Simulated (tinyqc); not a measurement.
Inside a calculation. Model: silicon n-p-n transistor, Gummel numbers and transit times.

tinyqc, about 0.01 s, one thread, Intel Xeon 2.30GHz (shared host): `OMP_NUM_THREADS=1 python tinyqc.py 2320041 2320042 out.jsonl` Printed values are rounded.

One-dimensional n-p-n transistor in the forward active mode at low injection. In the base p(x) = NB exp(-eta x/wb) and ni(x)^2 = ni^2 exp((g0 + g1 x/wb)/Vt); electrons leave the base at vsat; band spikes at the emitter junction and recombination inside the emitter are ignored.

Inputs (values chosen for the exercise); band and dielectric values close to those of silicon:
- T = 250 K (temperature)
- Eg = 1.11 eV (band gap)
- eps_r = 11.8 (relative permittivity)
- Nc = 2.1e19 cm^-3 (conduction-band density of states at T)
- Nv = 1.99e19 cm^-3 (valence-band density of states at T)
- vsat = 1e7 cm/s (saturation velocity)
- wb = 430 nm (neutral base width)
- NB = 5.1e17 cm^-3 (base doping at the emitter edge)
- eta = 1.3 (doping falls as exp(-eta x/wb))
- g0 = 0 eV (gap reduction at the emitter edge of the base)
- g1 = 0 eV (further gap reduction across the base (linear))
- Dn = 12 cm^2/s (electron diffusion coefficient in the base)
- NE = 4.5e19 cm^-3 (emitter doping)
- gE = 0.104 eV (gap reduction in the emitter (negative: wider gap))
- we = 74 nm (neutral emitter width)
- Dp = 2.7 cm^2/s (hole diffusion coefficient in the emitter)
- Se = 1e5 cm/s (recombination velocity at the emitter contact)
- tb = 3e-8 s (electron lifetime in the base)
- NC = 1.8e16 cm^-3 (collector doping)
- VCB = 0 V (collector-base reverse bias)

Constants: q = 1.602176634e-19 C, kB = 1.380649e-23 J/K, Vt = kB T/q, eps0 = 8.8541878128e-14 F/cm where lengths are in cm. Results are converted to the units shown.

Range of the model: The collector doping exceeds a tenth of the base doping at that edge, so the collector layer reaches noticeably into the base. Heavy doping makes emitter or base degenerate; gE and g0 are to be read as apparent gap changes that include this.

## Base Gummel number and transit time

f(x) = p(x) ni^2/ni(x)^2; I(x) = integral from x to wb of f/Dn, plus f(wb)/vsat; base Gummel number GB = I(0); electron density per unit flux n/(J/q) = I/f; base transit time tauB = integral of I/f over the base. Trapezoid rule on 10 equal steps.

```
point	x (nm)	f (cm^-3)	I (s/cm^4)	I/f (s/cm)
0	0.000	5.1e17	1.03799e12	2.03528e-6
1	43.000	4.47829e17	8.66380e11	1.93462e-6
2	86.000	3.93236e17	7.15690e11	1.82000e-6
3	129.000	3.45299e17	5.83369e11	1.68946e-6
4	172.000	3.03205e17	4.67178e11	1.54080e-6
5	215.000	2.66243e17	3.65152e11	1.37150e-6
6	258.000	2.33787e17	2.75563e11	1.17869e-6
7	301.000	2.05287e17	1.96896e11	9.59123e-7
8	344.000	1.80262e17	1.27818e11	7.09069e-7
9	387.000	1.58287e17	6.71615e10	4.24302e-7
10	430.000	1.38991e17	1.38991e10	1e-7
```

GB = 1.03799e12 s/cm^4
tauB = 54.5894 ps

With 4000 steps GB = 1.037e12 s/cm^4 and tauB = 54.61 ps. A uniform base would give wb^2/(2 Dn) + wb/vsat = 81.3 ps; the built-in field, a drop of 1.30 Vt across the base, shortens the transit by a factor of 1.49.

## Gain, Early voltage and collector delay

ni = sqrt(Nc Nv) exp(-Eg/(2 Vt)), Eg in volts; GE = NE exp(-gE/Vt)(we/Dp + 1/Se); JC = J0 exp(VBE/Vt), J0 = q ni^2/GB; gain limited by back injection GE/GB, by base recombination tb/tauB, together 1/beta = the sum of the inverses; collector layer one-sided, Wc = sqrt(2 eps0 eps_r (Vbc + VCB)/(q NC)), Vbc = Vt ln(p(wb) NC/ni^2), Cjc = eps0 eps_r/Wc; Early voltage VA = GB q p(wb)/(f(wb) Cjc [1/Dn - (eta + g1/Vt)/(wb vsat)]), f(wb) = p(wb) exp(-(g0 + g1)/Vt), p(wb) = NB exp(-eta); tauC = Wc/(2 vsat).

ni = 1.32504e8 cm^-3
GE = 4.59049e12 s/cm^4
J0 = 2.71003e-15 A/cm^2
GE/GB = 4.42248
tb/tauB = 549.557
beta = 4.38717
Wc = 248.304 nm
Cjc = 0.420772 fF/um^2
VA = 49.2138 V
tauC = 1.24152 ps

The gain is limited more by back injection into the emitter. beta VA = 216 V.
